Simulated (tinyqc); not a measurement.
Worked calculation: hopping conduction between localised states. Computed by tinyqc, a small Python program that keeps every step. Command: `OMP_NUM_THREADS=1 python tinyqc.py 3024824 3024825 out.jsonl hop walk`. One thread of a shared host (Intel(R) Xeon(R) Processor @ 2.30GHz), about 0.01 s of CPU time with the checks. Intermediate numbers are printed to about 5 digits and carried at full precision; extremes and crossings named in words are read from the listed rows.

Energies are counted from the Fermi level. A small network shows the mechanism; the laws of an infinite system follow.

Inputs (values chosen for the exercise, for a model impurity band):

| quantity | value | unit |
|---|---|---|
| localisation length xi | 3.8 | nm |
| density of states g_0 | 3.4e+20 | 1/(eV cm^3) |
| permittivity eps | 12 | - |
| activation energy E_a to extended states | 0.085 | eV |
| prefactor of activated conduction | 330 | S/cm |
| prefactor of hopping | 0.033 | S/cm |
| conductance scale G_0 | 1 | microsiemens |
| temperature T | 45 | K |

Dimension: 3D.

sites of the small network (nm, nm, meV):
```
       x     y  energy
1      0  3.63    -1.4
2   4.04  7.79   -21.5
3  10.28  5.27   19.26
4  16.83  4.78  -21.89
5   25.9   5.6  -24.07
6     30  5.59   -0.93
```

Constants: k_B = 8.617333262e-05 eV/K; e^2/(4 pi eps_0) = 14.39964548 eV angstrom.

## Pair exponents

Miller-Abrahams exponent s_ij = 2 r_ij/xi + (|E_i| + |E_j| + |E_i - E_j|)/(2 k_B T); G_ij = G_0 exp(-s_ij). The diagonal is set to 0 and not used.

s_ij:
```
        1       2       3       4       5       6
1   0.000   8.596  10.807  14.524  19.878  16.184
2   8.596   0.000  14.053  12.560  17.770  19.257
3  10.807  14.053   0.000  14.069  19.397  15.587
4  14.524  12.560  14.069   0.000  11.000  12.590
5  19.878  17.770  19.397  11.000   0.000   8.365
6  16.184  19.257  15.587  12.590   8.365   0.000
```

## Kirchhoff solution

Site 1 is held at potential 1 and site 6 at 0; Kirchhoff's law sum_j G_ij (u_i - u_j) = 0 fixes the others; G = sum_j G_1j (1 - u_j). G_ij = G_0 exp(-s_ij).

potentials: 1.0000  0.9848  0.9632  0.1976  0.0133  0.0000

conductance G = 4.0374e-06 microsiemens

-ln(G/G_0) = 12.420

## Critical path

Critical exponent s_c: the smallest value such that bonds with s_ij <= s_c connect site 1 with site 6.

critical exponent s_c = 12.560

One such path is 1-2-4-5-6. -ln(G/G_0) = 12.42 against s_c = 12.56: the hardest unavoidable hop sets the conductance.

## The network against temperature

Miller-Abrahams exponent s_ij = 2 r_ij/xi + (|E_i| + |E_j| + |E_i - E_j|)/(2 k_B T); G_ij = G_0 exp(-s_ij). Site 1 is held at potential 1 and site 6 at 0; Kirchhoff's law sum_j G_ij (u_i - u_j) = 0 fixes the others; G = sum_j G_1j (1 - u_j). The last column is the length of the critical bond.

Network:

| T (K) | -ln(G/G_0) | s_c | critical hop (nm) |
|---|---|---|---|
| 14 | 16.983 | 16.984 | 30.064 |
| 20 | 16.590 | 16.635 | 30.064 |
| 31 | 14.875 | 15.110 | 13.139 |
| 45 | 12.420 | 12.560 | 13.139 |
| 68 | 10.159 | 10.479 | 6.568 |
| 110 | 8.285 | 7.798 | 6.568 |
| 220 | 6.728 | 6.063 | 9.107 |
| 680 | 5.690 | 5.204 | 9.107 |

-ln(G/G_0) follows s_c within 0.7. The critical hop is 30.1 nm long at the lowest T and 9.11 nm at the highest: on cooling the carrier goes farther to find a site of nearer energy, which is variable-range hopping, though in so small a sample not at every step.

## Variable-range laws

Mott: T_M = 21.2/(k_B g_0 xi^3), exponent (T_M/T)^(1/4), mean hop r = (3/8) xi times the exponent. Efros-Shklovskii: T_ES = 2.8 e^2/(4 pi eps eps_0 k_B xi), exponent (T_ES/T)^(1/2). Coulomb gap width g_0^(1/2) (e^2/(4 pi eps eps_0))^(3/2). The numerical coefficients come from percolation theory and are given.

T_M = 13187 K

T_ES = 1026.1 K

Mott exponent = 4.1374

Efros-Shklovskii exponent = 4.7751

mean hop by the Mott formula = 5.8958 nm

Coulomb gap = 24.238 meV

The larger exponent, here Efros-Shklovskii, is the one that limits; the two are equal at T = 79.8 K, below which the Coulomb gap rules.

## Total conductivity

sigma = s_1 exp(-E_a/k_B T) + s_2 exp(-larger of the two exponents); reduced activation energy w = d ln(sigma)/d ln(T) by a central difference of +/- 1 %.

activated part = 9.9755e-08 S/cm

hopping part = 2.7844e-04 S/cm

conductivity = 2.7854e-04 S/cm

reduced activation energy w = 2.3946

Hopping carries 100 %. For sigma = s exp(-(T_0/T)^p), w = p (T_0/T)^p, so the slope of ln w against ln T gives -p.

Checks made by the program: current leaving the first site against current entering the last (relative difference below 1e-10).
